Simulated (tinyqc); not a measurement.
Frequency dispersion of an accumulation capacitance by border traps, distributed model: two steps of the calculation.

Traps spread evenly through the insulator exchange electrons with the semiconductor by tunnelling, with tau(x) = t0 exp(2 ka x) at depth x from the interface. The admittance per area Y seen at depth x obeys dY/dx = -Y^2/(i w eps0 eox) + q Nb ln(1 + i w tau)/tau, with Y(0) = i w Cs and w = 2 pi f; the gate sees Y(tox) = G + i w C. Working variable y = Y/(i w), in uF/cm^2. Cox = eps0 eox/tox.

Values chosen for this exercise; permittivity close to that of aluminium oxide: relative permittivity of the insulator eox = 8.62; insulator thickness tox = 4.7 nm; semiconductor capacitance in accumulation Cs = 1.1 uF/cm^2; density of border traps Nb = 9.3e19 cm^-3 eV^-1; decay constant of the wave function in the insulator ka = 3 1/nm; time constant of a trap at the interface t0 = 5e-9 s; frequency f = 1e6 Hz; depth down to which the steps are taken xe = 1.4 nm.

Constants: q = 1.602176634e-19 C, eps0 = 8.8541878128e-14 F/cm where lengths are in cm. Results are converted to the units shown.

Problem 1. Midpoint steps through the active depth. In terms of y: dy/dx = -y^2/(eps0 eox) + s(x), s = q Nb ln(1 + z)/z, z = i w tau. 10 midpoint steps of h = xe/10: y_half = y + (h/2) y'(x, y), y(new) = y + h y'(x + h/2, y_half).

Find: x; s; y.

Solution 1.

```
point,x (nm),s (uF/(cm^2 nm)),y (uF/cm^2)
0,0,1.490-0.023i,1.100+0.000i
1,0.1400,1.487-0.054i,1.282-0.005i
2,0.2800,1.476-0.124i,1.456-0.016i
3,0.4200,1.421-0.271i,1.616-0.041i
4,0.5600,1.211-0.492i,1.752-0.090i
5,0.7000,0.800-0.599i,1.835-0.162i
6,0.8400,0.420-0.491i,1.855-0.228i
7,0.9800,0.196-0.321i,1.834-0.267i
8,1.120,0.088-0.187i,1.793-0.283i
9,1.260,0.038-0.101i,1.745-0.284i
10,1.400,0.017-0.053i,1.696-0.276i
```

Problem 2. Capacitance and conductance at the gate. Beyond xe the traps are ignored, so 1/y(tox) = 1/y(xe) + (tox - xe)/(eps0 eox); C = Re y, G/w = -Im y, loss tangent G/(w C).

y at xe = 1.6961320-0.2763621i uF/cm^2

Give: y at the gate; C; G/w; loss tangent.

Solution 2.

y at the gate = 0.98483-0.09155i uF/cm^2
C = 0.98483 uF/cm^2
G/w = 0.091546 uF/cm^2
loss tangent = 0.092956

Computed by the program tinyqc: `OMP_NUM_THREADS=1 python tinyqc.py 2202199 2202200 out.jsonl`, one thread of a shared Intel Xeon 2.30GHz, about 0.4 s for the whole run.
